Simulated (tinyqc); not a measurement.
Implanted layer, carriers, mobility and sheet resistance: one step of the calculation.

An n-type layer from the surface x = 0 to the junction xj, N(x) = N0 exp(-(x - Rp)^2/(2 sg^2)). Local neutrality (no depletion at surface or junction, no spilling of carriers), intrinsic carriers neglected, full ionisation of active dopants.

Task. Sheet quantities by the trapezoid rule. Dose = integral of N, carrier sheet density = integral of n, 1/Rs = q integral of n mu, mean mobility 1/(q Rs sheet density), Hall mobility (unit Hall factor) = integral of n mu^2 over integral of n mu, Hall sheet density = (integral of n mu)^2/integral of n mu^2; all from 0 to xj.

Constants: q = 1.602176634e-19 C. Results are converted to the units shown.

```
point     x (nm)     N (cm^-3)  n (1e18 cm^-3)  mu (cm^2/(V s))
0       0.000000  1.3717750e18       1.3670750        1192.6508
1       2.983937  2.1823459e18       2.1776459        1016.6531
2       5.967875  3.0780843e18       3.0733843        900.01116
3       8.951812  3.8490509e18       3.8443509        830.61895
4      11.935750  4.2672005e18       4.2625005        800.29908
5      14.919687  4.1941955e18       4.1894955        805.29816
6      17.903625  3.6548582e18       3.6501582        846.24156
7      20.887562  2.8236355e18       2.8189355        928.15168
8      23.871500  1.9340289e18       1.9293289        1060.4363
9      26.855437  1.1744473e18       1.1697473        1255.9951
10     29.839375  6.3229584e17       0.6275958        1527.4881
11     32.823312  3.0180287e17       0.2971029        1878.0589
12     35.807250  1.2771521e17       0.1230152        2286.7116
13     38.791187  4.7915733e16       0.0432157        2698.8877
14     41.775125  1.5937855e16       0.0112379        3040.9816
15     44.759062        4.7e15       0.0000000        3260.4256
```

Find: dose; carrier sheet density; Rs; mean mobility; Hall mobility; Hall sheet density.

Result.

dose = 8.645e12 cm^-2
carrier sheet density = 8.624e12 cm^-2
Rs = 776.4 ohm/square
mean mobility = 932.2 cm^2/(V s)
Hall mobility = 981.5 cm^2/(V s)
Hall sheet density = 8.191e12 cm^-2

Carriers make up 99.8 % of the dose. A Hall measurement weights the mobile tail, so its sheet density is 5.0 % below the true one.

Numbers from tinyqc (`OMP_NUM_THREADS=1 python tinyqc.py 2110145 2110146 out.jsonl`; about 0.01 s on one thread of a shared Intel Xeon 2.30GHz).
